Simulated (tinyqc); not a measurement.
# Subthreshold parameters from three currents

Question. Far below threshold and for Vds well above Vt the virtual-source current tends to I = Cinv n Vt vx0 exp((Vgs - VT0 + dl Vds + al Vt)/(n Vt)) per width, with constant n; the three currents follow this limit. Find n, dl and VT0.

Inputs (values chosen for the exercise): temperature T = 273 K; inversion capacitance Cinv = 1.37 uF/cm^2; velocity at the virtual source vx0 = 1.69e7 cm/s; threshold shift (in units of Vt) from weak to strong inversion al = 3.5.

Constants: q = 1.602176634e-19 C, kB = 1.380649e-23 J/K, Vt = kB T/q. Results are converted to the units shown.

I at (Vgs, Vds) = (-0.2, 0.3), (-0.09, 0.3) and (-0.2, 0.7) V (nA/um): 0.99131972  19.857821  1.4676431

Answer. The first two currents differ in Vgs alone and give n; the first and third differ in Vds alone and give dl; the size of the first then gives VT0.

n = 1.56
dl = 0.0360 V/V
VT0 = 0.310 V

tinyqc, about 0.01 s, one thread, Intel Xeon 2.30GHz (shared host): `OMP_NUM_THREADS=1 python tinyqc.py 2380008 2380009 out.jsonl`
